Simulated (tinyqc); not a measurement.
Thermal displacements in the Debye model: Debye-Waller factors, bond-length spread and the Lindemann rule: one step, computed by the program tinyqc.

A Debye spectrum with three branches of one velocity, cut at k_B Theta; 8 atoms per cube, nearest neighbours at d = 0.433013 a.

Task: Lindemann melting temperature. <u_x^2> = (3 hbar^2/(2 M k_B Theta)) int_0^1 s coth(s Theta/(2T)) ds (64 Gauss-Legendre points); it tends to 3 hbar^2/(4 M k_B Theta) at T = 0 and to 3 hbar^2 T/(M k_B Theta^2) at high T. Melting is placed where sqrt(3 <u_x^2>) = x_L d; the classical form gives T_m = M k_B Theta^2 (x_L d)^2/(9 hbar^2).

Inputs (values chosen for the exercise, modelled on germanium):
```
quantity                 value      unit
atomic mass M            72.63         u
Debye temperature Theta    294         K
lattice constant a       5.658  angstrom
temperature T              600         K
Lindemann ratio x_L       0.11         -
```

Structure: diamond.

<u_x^2> = 0.01400109 angstrom^2

Constants: hbar^2/u = 4.18015928e-03 eV angstrom^2; k_B = 8.617333262e-05 eV/K.

Give: Lindemann T_m; classical T_m; ratio sqrt(3 <u_x^2>)/d at T.

Result:

Lindemann T_m = 1042.1 K

classical T_m = 1044.4 K

ratio sqrt(3 <u_x^2>)/d at T = 0.083652

The rule is empirical: x_L is fitted within a family of like crystals, and T_m goes as its square.
